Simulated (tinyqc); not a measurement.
Trap-assisted generation and recombination current of an abrupt junction. From one set of inputs to another, one input at a time. Computed by tinyqc, a small Python program. Command: `OMP_NUM_THREADS=1 python tinyqc.py 3010773 3010774 out.jsonl junctionleak ladder`. One thread of a shared host (Intel(R) Xeon(R) Processor @ 2.30GHz), about 0.04 s of CPU time with the checks.

Depletion approximation, flat quasi-Fermi levels across the depleted layer, long neutral regions with minority lifetimes tau_n and tau_p, full ionisation and Boltzmann statistics. Voltages in exponents stand for e V.

The inputs printed are set A. Inputs not listed in the table keep their values of set A, so the rows need not describe a real material.

Inputs (values chosen for the exercise, with bands and screening modelled on GaSb): gap E_g = 0.737 eV; electron mass m_e = 0.0385 m_0; valleys M_c = 1; hole mass m_h = 0.415 m_0; dielectric constant eps = 16; acceptor density N_A = 2e+16 cm^-3; donor density N_D = 3.7e+18 cm^-3; capture time tau_n = 1e-05 s; capture time tau_p = 4.8e-05 s; trap level E_t - E_i = -0.095 eV; electron diffusion coefficient D_n = 13 cm^2/s; hole diffusion coefficient D_p = 1.9 cm^2/s; forward bias V = 0.22 V; reverse bias V_r = 5.4 V; temperature T = 400 K.

Field enhancement: none.

Constants: k_B = 8.617333262e-05 eV/K; m_0 = 9.1093837015e-31 kg; k_B = 1.380649e-23 J/K; h = 6.62607015e-34 J s; e = 1.602176634e-19 C; eps_0 = 8.8541878128e-12 F/m.

Method:
- N_c = 2 M_c (2 pi m_e k_B T/h^2)^(3/2) and N_v = 2 (2 pi m_h k_B T/h^2)^(3/2), masses in units of m_0.
- n_i = sqrt(N_c N_v) exp(-E_g/2 k_B T); V_bi = (k_B T/e) ln(N_A N_D/n_i^2); diffusion saturation current J_d0 = e n_i^2 [sqrt(D_n/tau_n)/N_A + sqrt(D_p/tau_p)/N_D].
- W = sqrt(2 eps eps_0 (V_bi - V)(1/N_A + 1/N_D)/e), x_p = W N_D/(N_A + N_D), x_n = W - x_p, peak field F_m = 2 (V_bi - V)/W; reverse bias means V = -V_r.
- Potential from the p edge: phi = (V_bi - V) x^2/(x_p W) on the p side and (V_bi - V)[1 - (W - x)^2/(x_n W)] on the n side; p = N_A exp(-phi/k_B T), n = n_i^2 exp(V/k_B T)/p; U = (n p - n_i^2)/[tau_p (n + n_i exp(dE/k_B T)) + tau_n (p + n_i exp(-dE/k_B T))], dE = E_t - E_i, n1 = n_i exp(dE/k_B T), p1 = n_i exp(-dE/k_B T); J_t = e int U dx by the trapezoid rule on 400 intervals on each side.
- Generation lifetime tau_g = tau_p exp(dE/k_B T) + tau_n exp(-dE/k_B T); textbook estimate e n_i W/tau_g; generation current J_g = -J_t; total = J_g + J_d0 (1 - exp(-V_r/k_B T)).
- Total J = J_t + J_d0 (exp(V/k_B T) - 1); ideality n = (e/k_B T) dV/d ln J, central difference of 1 mV.

Each row keeps all changes above it:
```
input moved                   from       to  total reverse current (A/cm^2)  total forward current (A/cm^2)  peak field F_m (V/cm)
set A                            -        -                      1.6675e-05                      8.4463e-03             1.6443e+05
reverse bias V_r (V)           5.4      5.2                      1.6625e-05                      8.4463e-03             1.6167e+05
gap E_g (eV)                 0.737     1.38                      1.8195e-10                      7.9961e-10             1.7039e+05
capture time tau_p (s)     4.8e-05  9.2e-05                      1.7841e-10                      6.1619e-10             1.7039e+05
donor density N_D (cm^-3)  3.7e+18  8.5e+18                      1.7841e-10                      6.1617e-10             1.7102e+05
temperature T (K)              400      350                      5.7095e-12                      3.4732e-11             1.7135e+05
trap level E_t - E_i (eV)   -0.095        0                      1.3097e-11                      3.5939e-11             1.7135e+05
forward bias V (V)            0.22     0.52                      1.3097e-11                      1.4288e-08             1.7135e+05
```

Which inputs carry the difference?

Total reverse current goes from 1.67e-5 to 1.31e-11, a factor 7.85e-7 in all. The largest single move comes from gap E_g (a factor 1.09e-5). Total forward current goes from 0.00845 to 1.43e-8, a factor 1.69e-6 in all. The largest single move comes from gap E_g (a factor 9.47e-8), and forward bias V works against it (a factor 398). Peak field F_m goes from 164000 to 171000, a factor 1.04 in all. The largest single move comes from gap E_g (a factor 1.05), and reverse bias V_r works against it (a factor 0.9832). The single moves hold for this order of the switches; the total does not depend on the order.

Caution (all rows): one side is doped near or above its effective density of states, so Boltzmann statistics understate V_bi. Caution (rows set A, reverse bias V_r): at such a field avalanche multiplication or band-to-band tunnelling, left out here, may dominate the reverse current.

Extremes, crossings and ranges named in words are read from the listed rows.
